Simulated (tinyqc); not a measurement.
Off-state leakage of single and stacked transistors: subthreshold current against the height of the stack.

n-channel devices of unit width. Subthreshold current I(Vg, Vs, Vd) = I0 (T/300 K)^0.5 exp[(Vg - Vs - VT(T) - gb (Vs - Vb) + dd (Vd - Vs))/(nf Vt)] (1 - exp(-(Vd - Vs)/Vt)), VT(T) = VT - cT (T - 300 K). Gate-edge tunnelling Ig (Vd/1 V) exp(ag (Vd - 1 V)), for a gate at 0 V, and band-to-band leakage Ab u exp(-Bb/u), u = Vd - Vb + 1 V, flow at a drain held at V; both are taken as independent of T. In a stack of off transistors (all gates at 0 V) the same subthreshold current passes through each.

All n gates at 0 V, bottom source at 0 V, top drain at V; node voltages follow from equal currents.

Parameters, values chosen for the exercise; values of the order met in bulk silicon logic transistors: temperature T = 378 K; supply voltage V = 0.9 V; threshold at 300 K, zero drain and body bias VT = 0.37 V; fall of the threshold with temperature cT = 1 mV/K; current at threshold at 300 K I0 = 0.67 uA/um; slope factor nf = 1.33; drain-induced lowering per volt dd = 0.05; rise of the threshold per volt of source-body bias gb = 0.09; body voltage Vb = 0 V.

Constants: q = 1.602176634e-19 C, kB = 1.380649e-23 J/K, Vt = kB T/q. Results are converted to the units shown.

Result of one run:
columns A: n; B: I (nA/um); C: reduction factor; D: drain voltage of the bottom device (mV); E: source voltage of the top device (mV); F: voltage across the top device (V)
```
A       B      C      D      E       F
2  0.7206  3.487  47.47  47.47  0.8525
```

What becomes of these results when the number of transistors in series n is changed from 2 to 3, all else the same?

Result of the changed run:
columns A: n; B: I (nA/um); C: reduction factor; D: drain voltage of the bottom device (mV); E: source voltage of the top device (mV); F: voltage across the top device (V)
```
A       B      C      D      E       F
3  0.4265  5.892  20.58  67.40  0.8326
```

The whole series:
columns A: n; B: I (nA/um); C: reduction factor; D: drain voltage of the bottom device (mV); E: source voltage of the top device (mV); F: voltage across the top device (V)
```
A       B      C      D      E       F
1   2.513  1.000  900.0      0  0.9000
2  0.7206  3.487  47.47  47.47  0.8525
3  0.4265  5.892  20.58  67.40  0.8326
4  0.3039  8.268  13.36  80.28  0.8197
5  0.2364  10.63  9.931  89.83  0.8102
6  0.1936  12.98  7.913  97.42  0.8026
```

The second transistor cuts the current by a factor of 3.49, the third by a further 1.69 and the sixth by 1.22. The top device keeps 89.2 % of the supply at n = 6, while the drain voltage of the bottom one falls to 0.243 Vt.

Program tinyqc, `OMP_NUM_THREADS=1 python tinyqc.py 2242160 2242161 out.jsonl`; Intel Xeon 2.30GHz, shared host, one thread, about 0.05 s.
